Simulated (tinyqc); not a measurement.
Pariser-Parr-Pople SCF with singles CI, for the molecule C=Cc1cccc(Cl)c1 (SMILES; centres numbered as the heavy atoms are written), step by step. Computed by tinyqc, a small Python program that keeps every step. Settings: charge = 0, gamma = Ohno, start = huckel, damping = 0.3, iteration cap = 62, excitations kept = 4. Command: `OMP_NUM_THREADS=1 python tinyqc.py 22195 22196 out.jsonl` (the two numbers bound the seeds that draw the settings). One thread of a shared host (Intel(R) Xeon(R) Processor @ 2.60GHz), about 0.02 s of CPU time with the checks. Later iterations appear only in the table of the cycle.

## PPP integrals

Centres (angstrom, eV; a flat drawing with bonds scaled to 1.40 angstrom):
```
centre          x          y  core charge z          W   gamma_rr
1C       2.878000  -1.051000              1  11.160000  11.130000
2C       2.281000   0.216000              1  11.160000  11.130000
3C       0.886000   0.332000              1  11.160000  11.130000
4C       0.289000   1.598000              1  11.160000  11.130000
5C      -1.106000   1.714000              1  11.160000  11.130000
6C      -1.904000   0.564000              1  11.160000  11.130000
7C      -1.307000  -0.702000              1  11.160000  11.130000
8Cl     -2.105000  -1.852000              2  26.000000  13.000000
9C       0.088000  -0.818000              1  11.160000  11.130000
```

Resonance integrals (eV):
```
i  j       beta
1  2  -2.280000
2  3  -2.280000
3  4  -2.280000
4  5  -2.280000
5  6  -2.280000
6  7  -2.280000
7  8  -1.510000
7  9  -2.280000
9  3  -2.280000
```

Ohno: gamma = 14.399645/sqrt(R^2 + a^2), a = 2 x 14.399645/(gamma_rr + gamma_ss); H_rr = -W_r - sum_(s != r) z_s gamma_rs; H_rs = beta for bonds.

repulsion gamma_rs (eV), order 1C, 2C, 3C, 4C, 5C, 6C, 7C, 8Cl, 9C:
```
[[11.130000, 7.552098, 5.238975, 3.670089, 2.868972, 2.763568, 3.276892, 2.776548, 4.668858],
 [7.552098, 11.130000, 7.554401, 5.239934, 3.670608, 3.276952, 3.670525, 2.883502, 5.239789],
 [5.238975, 7.554401, 11.130000, 7.554730, 5.239934, 4.668972, 5.239789, 3.700694, 7.554586],
 [3.670089, 5.239934, 7.554730, 11.130000, 7.554401, 5.239789, 4.669146, 3.298458, 5.240118],
 [2.868972, 3.670608, 5.239934, 7.554401, 11.130000, 7.554586, 5.240118, 3.700887, 4.669283],
 [2.763568, 3.276952, 4.668972, 5.239789, 7.554586, 11.130000, 7.554730, 5.328850, 5.239934],
 [3.276892, 3.670525, 5.239789, 4.669146, 5.240118, 7.554730, 11.130000, 7.828022, 7.554401],
 [2.776548, 2.883502, 3.700694, 3.298458, 3.700887, 5.328850, 7.828022, 13.000000, 5.328504],
 [4.668858, 5.239789, 7.554586, 5.240118, 4.669283, 5.239934, 7.554401, 5.328504, 11.130000]]
```

core matrix H (eV), order 1C, 2C, 3C, 4C, 5C, 6C, 7C, 8Cl, 9C:
```
[[-46.752549, -2.280000, 0.000000, 0.000000, 0.000000, 0.000000, 0.000000, 0.000000, 0.000000],
 [-2.280000, -53.131312, -2.280000, 0.000000, 0.000000, 0.000000, 0.000000, 0.000000, 0.000000],
 [0.000000, -2.280000, -61.612777, -2.280000, 0.000000, 0.000000, 0.000000, 0.000000, -2.280000],
 [0.000000, 0.000000, -2.280000, -56.925124, -2.280000, 0.000000, 0.000000, 0.000000, 0.000000],
 [0.000000, 0.000000, 0.000000, -2.280000, -55.359677, -2.280000, 0.000000, 0.000000, 0.000000],
 [0.000000, 0.000000, 0.000000, 0.000000, -2.280000, -58.116230, -2.280000, 0.000000, 0.000000],
 [0.000000, 0.000000, 0.000000, 0.000000, 0.000000, -2.280000, -64.021647, -1.510000, -2.280000],
 [0.000000, 0.000000, 0.000000, 0.000000, 0.000000, 0.000000, -1.510000, -60.845465, 0.000000],
 [0.000000, 0.000000, -2.280000, 0.000000, 0.000000, 0.000000, -2.280000, 0.000000, -61.983977]]
```

## Starting guess

pi electrons, sum of z_r less the charge = 10

Orbitals of the Hueckel matrix of the beta values.

P at the start, order 1C, 2C, 3C, 4C, 5C, 6C, 7C, 8Cl, 9C:
```
[[1.000000, 0.912122, 0.000000, -0.239724, 0.000000, 0.189723, 0.000000, 0.053536, -0.267777],
 [0.912122, 1.000000, 0.404621, 0.000000, -0.050001, 0.000000, -0.042598, 0.000000, 0.000000],
 [0.000000, 0.404621, 1.000000, 0.594344, 0.000000, -0.282322, 0.000000, -0.081748, 0.629800],
 [-0.239724, 0.000000, 0.594344, 1.082511, 0.661223, -0.082511, -0.263744, 0.249172, -0.082511],
 [0.000000, -0.050001, 0.000000, 0.661223, 1.000000, 0.679801, 0.000000, -0.092925, -0.299200],
 [0.189723, 0.000000, -0.282322, -0.082511, 0.679801, 1.082511, 0.582803, -0.249172, 0.082511],
 [0.000000, -0.042598, 0.000000, -0.263744, 0.000000, 0.582803, 1.000000, 0.478904, 0.599680],
 [0.053536, 0.000000, -0.081748, 0.249172, -0.092925, -0.249172, 0.478904, 1.752467, -0.249172],
 [-0.267777, 0.000000, 0.629800, -0.082511, -0.299200, 0.082511, 0.599680, -0.249172, 1.082511]]
```

## Iteration 1: Fock matrix

F_rr = H_rr + P_rr gamma_rr / 2 + sum_(s != r) P_ss gamma_rs; F_rs = H_rs - P_rs gamma_rs / 2; E = tr P (H + F) / 2 + core repulsion sum_(r<s) z_r z_s gamma_rs.

F (eV), order 1C, 2C, 3C, 4C, 5C, 6C, 7C, 8Cl, 9C:
```
[[-5.366208, -5.724218, 0.000000, 0.439904, 0.000000, -0.262156, 0.000000, -0.074322, 0.625106],
 [-5.724218, -5.173685, -3.808336, 0.000000, 0.091767, 0.000000, 0.078179, 0.000000, 0.000000],
 [0.000000, -3.808336, -4.879118, -4.525056, 0.000000, 0.659078, 0.000000, 0.151261, -4.658939],
 [0.439904, 0.000000, -4.525056, -5.087596, -4.777570, 0.216170, 0.615730, -0.410942, 0.216184],
 [0.000000, 0.091767, 0.000000, -4.777570, -4.879167, -4.847807, 0.000000, 0.171953, 0.698524],
 [-0.262156, 0.000000, 0.659078, 0.216170, -4.847807, -5.590200, -4.481459, 0.663901, -0.216176],
 [0.000000, 0.078179, 0.000000, 0.615730, 0.000000, -4.481459, -5.900768, -3.384436, -4.545112],
 [-0.074322, 0.000000, 0.151261, -0.410942, 0.171953, 0.663901, -3.384436, -13.457456, 0.663858],
 [0.625106, 0.000000, -4.658939, 0.216184, 0.698524, -0.216176, -4.545112, 0.663858, -5.590087]]
```

pi energy = -143.584647 eV

## Iteration 1: orbitals and new P

Diagonalise F (the basis is taken as orthonormal) and form P = 2 sum c c over the lowest orbitals; 0.3 of the old P is kept.

orbital energies (eV): [-15.293029, -13.733140, -12.003330, -10.451883, -9.725059, -0.681471, 0.230622, 1.739935, 3.993069]

P after iteration 1, order 1C, 2C, 3C, 4C, 5C, 6C, 7C, 8Cl, 9C:
```
[[1.010812, 0.925236, 0.001940, -0.225330, -0.005218, 0.173048, -0.001735, 0.027717, -0.247995],
 [0.925236, 0.991460, 0.374587, 0.005547, -0.043361, -0.003309, -0.031612, 0.001867, 0.005602],
 [0.001940, 0.374587, 0.983235, 0.608726, 0.011510, -0.296851, 0.002656, -0.046723, 0.630187],
 [-0.225330, 0.005547, 0.608726, 1.047348, 0.669177, -0.046618, -0.298829, 0.172919, -0.049482],
 [-0.005218, -0.043361, 0.011510, 0.669177, 0.982209, 0.671658, 0.003017, -0.052033, -0.308174],
 [0.173048, -0.003309, -0.296851, -0.046618, 0.671658, 1.068097, 0.615236, -0.202134, 0.038988],
 [-0.001735, -0.031612, 0.002656, -0.298829, 0.003017, 0.615236, 0.992238, 0.360000, 0.627732],
 [0.027717, 0.001867, -0.046723, 0.172919, -0.052033, -0.202134, 0.360000, 1.858023, -0.202586],
 [-0.247995, 0.005602, 0.630187, -0.049482, -0.308174, 0.038988, 0.627732, -0.202586, 1.066578]]
```

## Iteration 2: Fock matrix

As before.

F (eV), order 1C, 2C, 3C, 4C, 5C, 6C, 7C, 8Cl, 9C:
```
[[-5.485034, -5.773735, -0.005081, 0.413490, 0.007485, -0.239115, 0.002843, -0.038479, 0.578926],
 [-5.773735, -5.370600, -3.694889, -0.014533, 0.079580, 0.005421, 0.058017, -0.002692, -0.014676],
 [-0.005081, -3.694889, -5.176862, -4.579381, -0.030157, 0.692995, -0.006959, 0.086454, -4.660402],
 [0.413490, -0.014533, -4.579381, -5.396489, -4.807616, 0.122133, 0.697639, -0.285184, 0.129645],
 [0.007485, 0.079580, -0.030157, -4.807616, -5.165295, -4.817050, -0.007904, 0.096284, 0.719475],
 [-0.239115, 0.005421, 0.692995, 0.122133, -4.817050, -5.645083, -4.603969, 0.538571, -0.102147],
 [0.002843, 0.058017, -0.006959, 0.697639, -0.007904, -4.603969, -5.688100, -2.919043, -4.651068],
 [-0.038479, -0.002692, 0.086454, -0.285184, 0.096284, 0.538571, -2.919043, -13.232289, 0.539740],
 [0.578926, -0.014676, -4.660402, 0.129645, 0.719475, -0.102147, -4.651068, 0.539740, -5.638716]]
```

pi energy = -144.100818 eV

## Iteration 2: orbitals and new P

As before.

orbital energies (eV): [-15.023078, -13.782234, -12.156819, -10.634456, -9.949828, -0.790753, 0.189455, 1.577821, 3.771424]

P after iteration 2, order 1C, 2C, 3C, 4C, 5C, 6C, 7C, 8Cl, 9C:
```
[[1.009815, 0.933147, 0.002698, -0.215199, -0.005180, 0.162828, -0.002484, 0.016098, -0.235667],
 [0.933147, 0.992027, 0.355596, 0.005464, -0.039809, -0.003380, -0.026167, 0.002758, 0.005379],
 [0.002698, 0.355596, 0.980395, 0.616313, 0.011816, -0.304591, 0.004598, -0.030735, 0.631455],
 [-0.215199, 0.005464, 0.616313, 1.035078, 0.672630, -0.031736, -0.312794, 0.132432, -0.035009],
 [-0.005180, -0.039809, 0.011816, 0.672630, 0.978347, 0.667427, 0.005124, -0.033650, -0.313428],
 [0.162828, -0.003380, -0.304591, -0.031736, 0.667427, 1.056581, 0.631824, -0.171764, 0.023542],
 [-0.002484, -0.026167, 0.004598, -0.312794, 0.005124, 0.631824, 0.984627, 0.293656, 0.641330],
 [0.016098, 0.002758, -0.030735, 0.132432, -0.033650, -0.171764, 0.293656, 1.908234, -0.172343],
 [-0.235667, 0.005379, 0.631455, -0.035009, -0.313428, 0.023542, 0.641330, -0.172343, 1.054895]]
```

## Convergence

Stop when output and input P, before any damping, agree to 1e-7.

Course of the cycle:
```
iteration         E (eV)  largest |P(out) - P(in)|
1          -143.58464658                  1.70e-01
2          -144.10081757                  9.48e-02
3          -144.33738474                  5.49e-02
4          -144.43651092                  3.25e-02
5          -144.47627056                  1.95e-02
6          -144.49185020                  1.18e-02
7          -144.49788205                  7.16e-03
8          -144.50020697                  4.37e-03
9          -144.50110454                  2.68e-03
10         -144.50145363                  1.65e-03
11         -144.50159122                  1.02e-03
...                  ...                       ...
31         -144.50168727                  1.62e-06
32         -144.50168727                  1.20e-06
33         -144.50168727                  8.91e-07
34         -144.50168727                  6.60e-07
35         -144.50168727                  4.89e-07
36         -144.50168727                  3.62e-07
37         -144.50168727                  2.68e-07
38         -144.50168727                  1.99e-07
39         -144.50168727                  1.47e-07
40         -144.50168727                  1.09e-07
41         -144.50168727                  8.09e-08
```

Converged in 41 iterations.

## Converged orbitals

Charges are z - P_rr.

orbital energies (eV): [-14.927886, -13.644832, -12.283708, -10.808202, -10.161947, -0.859867, 0.123650, 1.437806, 3.612850]

coefficients, order 1C, 2C, 3C, 4C, 5C, 6C, 7C, 8Cl, 9C:
```
[[0.102366, -0.196953, 0.415643, -0.149487, 0.506157, 0.540665, -0.010029, -0.431340, 0.144766],
 [0.202406, -0.301419, 0.487925, -0.109583, 0.342612, -0.374820, 0.021613, 0.533590, -0.273936],
 [0.380722, -0.370517, 0.235474, 0.082107, -0.387901, -0.398344, -0.014100, -0.333469, 0.484802],
 [0.301555, -0.309618, -0.135560, -0.397154, -0.382214, 0.299158, -0.492499, 0.024314, -0.397950],
 [0.288832, -0.170383, -0.422816, -0.441659, 0.090057, 0.159480, 0.515980, 0.302880, 0.349563],
 [0.330224, 0.004120, -0.452748, -0.009198, 0.448734, -0.411509, -0.024312, -0.455230, -0.327632],
 [0.438615, 0.178952, -0.167872, 0.423223, 0.242268, 0.167784, -0.492991, 0.338203, 0.352175],
 [0.434579, 0.750886, 0.318395, -0.323605, -0.147960, -0.037934, 0.102541, -0.063657, -0.057606],
 [0.372767, -0.110948, 0.045112, 0.567616, -0.199522, 0.307659, 0.486104, -0.005503, -0.392073]]
```

pi charges: [-0.001139, 0.001432, 0.010223, -0.017987, 0.011200, -0.030984, 0.019200, 0.038649, -0.030594]

## Singles CI, singlets

Over the 4 single excitations with the smallest orbital gaps: A = (e_a - e_i) delta + 2 (ia|jb) - (ij|ab), with (pq|rs) = sum c_mp c_mq gamma_mn c_nr c_ns. f = 2/3 w |mu|^2 in atomic units, mu = sqrt2 sum c_ia sum_m c_mi c_ma R_m.

singlet CI matrix (eV), order 5>6, 4>6, 5>7, 4>7:
```
[[4.871848, 0.204475, -0.152033, 0.578226],
 [0.204475, 5.450570, -0.718819, 0.016836],
 [-0.152033, -0.718819, 5.734919, -0.087366],
 [0.578226, 0.016836, -0.087366, 5.990488]]
```

singlet excitation energies (eV): [4.584772, 4.878856, 6.115668, 6.468528]

oscillator strengths: [0.354739, 0.014710, 0.948336, 0.851164]

## Singles CI, triplets

Over the 4 single excitations with the smallest orbital gaps: A = (e_a - e_i) delta - (ij|ab), with (pq|rs) = sum c_mp c_mq gamma_mn c_nr c_ns.

triplet CI matrix (eV), order 5>6, 4>6, 5>7, 4>7:
```
[[3.244882, 0.288843, 0.037672, 0.177037],
 [0.288843, 4.516777, 0.177037, -0.131237],
 [0.037672, 0.177037, 4.692449, -0.303544],
 [0.177037, -0.131237, -0.303544, 4.147766]]
```

triplet excitation energies (eV): [3.139812, 4.050486, 4.467431, 4.944145]
